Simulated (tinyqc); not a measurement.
Inside a calculation. Method: Hubbard chain of 6 sites. Computed by tinyqc, a small Python program that keeps every step. Settings: hopping = 1.31, U = 8.8, mixing = 1, iteration cap = 51. Command: `OMP_NUM_THREADS=1 python tinyqc.py 28551 28552 out.jsonl` (the two numbers bound the seeds that draw the settings). One thread of a shared host (Intel(R) Xeon(R) Processor @ 2.60GHz), about 0.2 s of CPU time with the checks. Later iterations appear only in the table of the cycle.

## Mean-field iteration 1

one-body matrix (hopping and site energies) (eV), order 1, 2, 3, 4, 5, 6:
$$\begin{pmatrix}
0.000000 & -1.310000 & 0.000000 & 0.000000 & 0.000000 & 0.000000 \\
-1.310000 & 0.000000 & -1.310000 & 0.000000 & 0.000000 & 0.000000 \\
0.000000 & -1.310000 & 0.000000 & -1.310000 & 0.000000 & 0.000000 \\
0.000000 & 0.000000 & -1.310000 & 0.000000 & -1.310000 & 0.000000 \\
0.000000 & 0.000000 & 0.000000 & -1.310000 & 0.000000 & -1.310000 \\
0.000000 & 0.000000 & 0.000000 & 0.000000 & -1.310000 & 0.000000
\end{pmatrix}$$

U = 8.800000 eV

electrons, up and down: [5, 3]

mixing = 1

n(up) at the start (a guess, not normalised): 1 1.000000, 2 0.533000, 3 1.000000, 4 0.533000, 5 1.000000, 6 0.533000

n(down) at the start (a guess): 1 0.200000, 2 0.800000, 3 0.200000, 4 0.800000, 5 0.200000, 6 0.800000

H(up) = T + U n(down), H(down) = T + U n(up); fill the lowest levels; n(new) = n + mixing (n(out) - n); E = tr T (rho up + rho down) + U sum n_up n_down of the output.

levels, up (eV): [0.858568, 1.295477, 1.696392, 7.103608, 7.504523, 7.941432]

levels, down (eV): [3.615608, 4.120192, 4.609293, 8.881107, 9.370208, 9.874792]

energy = 14.912322 eV

n(up) after iteration 1: 1 0.986309, 2 0.695162, 3 0.930876, 4 0.525990, 5 0.955546, 6 0.906117

n(down) after iteration 1: 1 0.066721, 2 0.878989, 3 0.111579, 4 0.888421, 5 0.121011, 6 0.933279

## Mean-field iteration 2

As before.

levels, up (eV): [0.162946, 0.485028, 0.844012, 7.955988, 8.314972, 8.637054]

levels, down (eV): [3.747988, 5.223934, 7.057542, 8.616132, 9.508492, 9.845912]

energy = 15.225735 eV

n(up) after iteration 2: 1 0.997764, 2 0.915558, 3 0.976657, 4 0.637316, 5 0.949957, 6 0.522749

n(down) after iteration 2: 1 0.114071, 2 0.784242, 3 0.190291, 4 0.891165, 5 0.393208, 6 0.627023

## Mean-field iteration 3

As before.

levels, up (eV): [0.595799, 1.238973, 2.610003, 6.025919, 7.400629, 8.528676]

levels, down (eV): [4.008597, 4.876398, 6.660719, 8.714573, 9.345782, 10.393932]

energy = 14.701963 eV

n(up) after iteration 3: 1 0.998805, 2 0.960555, 3 0.954995, 4 0.169416, 5 0.929564, 6 0.986666

n(down) after iteration 3: 1 0.222403, 2 0.601454, 3 0.240740, 4 0.839231, 5 0.166275, 6 0.929896

## Convergence

Each step fills the lowest levels of T + U n(other spin) and sets n(new) = n + mixing (n(out) - n); stop when output and input agree to 1e-8.

Course of the cycle:
```
iteration       E (eV)  largest |n(out) - n(in)|  mean |n_up - n_down|
1          14.91232161                  3.73e-01              0.524473
2          15.22573515                  3.83e-01              0.452708
3          14.70196287                  4.68e-01              0.556605
4          17.34841299                  7.92e-01              0.448263
5          16.05321544                  8.00e-01              0.499027
6          18.62058935                  9.38e-01              0.444491
7          17.06717727                  9.38e-01              0.444497
8          18.77993053                  9.30e-01              0.433694
9          17.15017197                  9.30e-01              0.435594
10         18.87664708                  9.26e-01              0.426883
11         17.16316452                  9.26e-01              0.431554
...                ...                       ...                   ...
41         17.13289278                  9.22e-01              0.422722
42         19.21615548                  9.22e-01              0.411591
43         17.13257046                  9.22e-01              0.422667
44         19.21803352                  9.22e-01              0.411518
45         17.13230974                  9.22e-01              0.422622
46         19.21955350                  9.22e-01              0.411460
47         17.13209872                  9.22e-01              0.422586
48         19.22078438                  9.22e-01              0.411412
49         17.13192783                  9.22e-01              0.422556
50         19.22178163                  9.22e-01              0.411374
51         17.13178936                  9.22e-01              0.422532
```

Not converged within 51 iterations: the residual has stopped falling: the iteration swings between two states. The lowest mean-field energy found from random starts is 13.51997 eV. Reruns (cap 100 unless said): mixing 0.2: not converged; mixing 0.5: not converged; mixing 0.9: not converged; the original settings with a cap of 400: not converged.

## Exact diagonalisation (120 states)

Lowest levels of the sector, and the double occupancy of the lowest state.

lowest levels (eV): [12.700070, 13.054449, 13.435125, 13.605918, 13.846218, 14.168109]

double occupancy per site = 0.347328

## The lowest level by Lanczos steps

From a random start vector (not printed): a_j = <q_j|H|q_j>, b_j = norm of the remainder after orthogonalising; the Ritz value is the lowest eigenvalue of the tridiagonal matrix of a and b so far.

Lanczos:
```
j    a_j (eV)  b_j (eV)  lowest Ritz value (eV)
1   20.595409  5.487826             20.59540861
2   21.510360  4.436601             15.54602336
3   21.118199  4.903875             14.08540563
4   21.400388  4.529921             13.30860758
5   22.715551  4.510496             12.98851495
6   21.214274  4.452275             12.84701623
7   22.644234  4.508592             12.77980890
8   22.163196  4.300468             12.74953050
9   21.403555  4.977755             12.73510615
10  21.232785  4.125779             12.72124583
```
